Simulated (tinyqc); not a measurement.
Resistance of a source-drain extension with a graded tip: two steps of the calculation.

y runs along the channel, the gate covers y > 0. The doping is N0 for y < y0 and N0 10^(-(y - y0)/la) beyond, uniform over the depth xj. Sheet conductance s(y) = q mu(N) max(N - Nch, 0) xj + (for y > 0) ma Cox Vo, with mu(N) = u0 + (u1 - u0)/(1 + (N/Nr)^au) and Cox = eps0 eox/tox. Current is taken as one-dimensional; depletion of the tip, spreading and the contact are left out. The metallurgical junction lies at yj, where N = Nch.

Values chosen for this exercise; mobility law close to that of holes in silicon: relative permittivity of the gate insulator (close to silicon nitride) eox = 7.58; insulator thickness tox = 4.1 nm; active doping of the extension far from the gate N0 = 3e20 cm^-3; lateral abruptness la = 1.8 nm/decade; position under the gate where the fall begins (gate edge at 0) y0 = 2.5 nm; depth of the extension xj = 29 nm; channel doping Nch = 1.5e18 cm^-3; gate overdrive Vo = 0.6 V; mobility of the gate-induced layer ma = 52 cm^2/(V s); mobility at low doping u1 = 470.5 cm^2/(V s); mobility at high doping u0 = 44.9 cm^2/(V s); reference doping Nr = 2.23e17 cm^-3; exponent au = 0.719; gate length Lg = 60 nm.

Constants: q = 1.602176634e-19 C, eps0 = 8.8541878128e-14 F/cm where lengths are in cm. Results are converted to the units shown.

Problem 1. Sheet resistances and junction position. yj = y0 + la log10(N0/Nch); sheet resistance of the full extension 1/[q mu(N0)(N0 - Nch) xj] and of the gate-induced layer 1/(ma Cox Vo); metallurgical length Lg - 2 yj; ye is where the doped and the gate-induced conductances are equal.

Wanted: yj; sheet resistance of the extension; sheet resistance of the induced layer; metallurgical length; ye; N at ye.

Solution 1.

yj = 6.642 nm
sheet resistance of the extension = 152.5 ohm/square
sheet resistance of the induced layer = 1.958e4 ohm/square
metallurgical length = 46.72 nm
ye = 6.238 nm
N at ye = 2.515e18 cm^-3

The gate takes over 0.404 nm before the junction, where N is still 1.68 times the channel doping.

Problem 2. Resistance of the overlapped part. Midpoint rule on 12 equal steps from 0 to yj: R_ov = sum h/s(y), per width.

Wanted: y; N; doped conductance; sheet resistance; R_ov.

Solution 2.

```
point   y (nm)  N (cm^-3)  doped conductance (uS)  sheet resistance (ohm/square)
0      0.27674  3.0000e20                  6557.7                         151.31
1      0.83023  3.0000e20                  6557.7                         151.31
2       1.3837  3.0000e20                  6557.7                         151.31
3       1.9372  3.0000e20                  6557.7                         151.31
4       2.4907  3.0000e20                  6557.7                         151.31
5       3.0442  1.4955e20                  3358.0                         293.33
6       3.5977  7.3672e19                  1722.8                         563.75
7       4.1512  3.6292e19                  898.21                         1053.4
8       4.7046  1.7878e19                  474.48                         1902.8
9       5.2581  8.8069e18                  248.40                         3339.2
10      5.8116  4.3384e18                  118.62                         5893.1
11      6.3651  2.1372e18                  34.021                          11752
```

R_ov = 14.144 ohm um

Computed by the program tinyqc: `OMP_NUM_THREADS=1 python tinyqc.py 2282067 2282068 out.jsonl`, one thread of a shared Intel Xeon 2.30GHz, about 0.05 s for the whole run.
